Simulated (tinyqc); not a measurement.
Random telegraph noise from one oxide trap in a small MOSFET: one step of the calculation.

An acceptor-like trap exchanges electrons with the channel. Inversion charge Q = Cox u, u = n Vt W0(exp((Vg - VT)/(n Vt))), W0 the Lambert function, n = nf, Cox = eps0 eox/tox; linear regime Id = (W/L) mu Q Vd. Relative to threshold the surface potential rises by Vt ln(u/u0) and the oxide voltage by the rest of Vg - VT, with u0 = n Vt W0(1).

Task. Trap level, time constants and occupancy. N = Cox u/q; dpsi = Vt ln(u/u0); E = E0 - dpsi - (xt/tox)(Vg - VT - dpsi); capture time tc = 1/[(N/zi) vth s0 exp(-xt/lt - EB/Vt)]; emission time te = tc exp(-E/Vt); occupancy te/(tc + te).

Values chosen for this exercise; values of the order met in silicon transistors:

| symbol | value | unit | meaning |
|---|---|---|---|
| T | 300 | K | temperature |
| eox | 21.8 |  | relative permittivity of the gate insulator (close to hafnium oxide) |
| tox | 9.9 | nm | insulator thickness |
| xt | 1.1 | nm | depth of the trap from the channel interface |
| E0 | 0.21 | eV | trap level above the channel Fermi level at threshold |
| s0 | 5e-15 | cm^2 | capture prefactor |
| EB | 0.27 | eV | capture barrier (lattice relaxation) |
| lt | 0.14 | nm | tunnelling decay length |
| vth | 1.5e7 | cm/s | thermal velocity |
| zi | 1.6 | nm | thickness of the inversion layer |
| VT | 0.31 | V | threshold voltage |
| nf | 1.3 |  | body factor |
| Vg | 1.37 | V | gate voltage |

Constants: q = 1.602176634e-19 C, kB = 1.380649e-23 J/K, Vt = kB T/q, eps0 = 8.8541878128e-14 F/cm where lengths are in cm. Results are converted to the units shown.

Find: u; N; dpsi; E; tc; te; occupancy.

Result.

u = 0.94777 V
N = 1.1534e13 cm^-2
dpsi = 0.10099 V
E = 0.0024525 eV
tc = 1.6414e-5 s
te = 1.4928e-5 s
occupancy = 0.47630

The trap lies 0.095 Vt above the Fermi level, so it is empty most of the time.

Range of the model: VT is taken as given; short-channel effects and the uneven flow of current among few electrons are left out.

tinyqc, about 0.01 s, one thread, Intel Xeon 2.30GHz (shared host): `OMP_NUM_THREADS=1 python tinyqc.py 2710052 2710053 out.jsonl`
